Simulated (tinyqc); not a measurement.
Three-phonon processes in a diatomic chain: dispersion, energy and momentum conservation, and decay channels of optical phonons: one step, computed by the program tinyqc.

Cell length a, two atoms, one spring constant. x = q a/pi runs from -1 to 1; A and O are the acoustic and optical branches. Matrix elements are not computed: only conservation laws and occupation factors are followed.

Task: Band edges. omega^2 = k (1/m + 1/M) -/+ k sqrt((1/m + 1/M)^2 - 4 sin^2(pi x/2)/(m M)); nu = 15.6333042 THz x sqrt(omega^2) for eV/(angstrom^2 u). Acoustic top sqrt(2 k/M), optical bottom sqrt(2 k/m), optical top sqrt(2 k (1/m + 1/M)).

Inputs (values chosen for the exercise, for a model chain): light mass m = 31 u; heavy mass M = 84.3 u; spring constant k = 10 eV/angstrom^2.

Constants: nu for 1 eV/(angstrom^2 u) = 15.6333042 THz.

Give: acoustic top; optical bottom; optical top; optical top over twice the acoustic top; optical bottom over twice the acoustic top; optical width over acoustic top.

Result:

acoustic top = 7.615 THz

optical bottom = 12.56 THz

optical top = 14.69 THz

optical top over twice the acoustic top = 0.9643

optical bottom over twice the acoustic top = 0.8245

optical width over acoustic top = 0.2795

The zone-centre optical phonon can decay into two acoustic ones: this needs M/m <= 3.
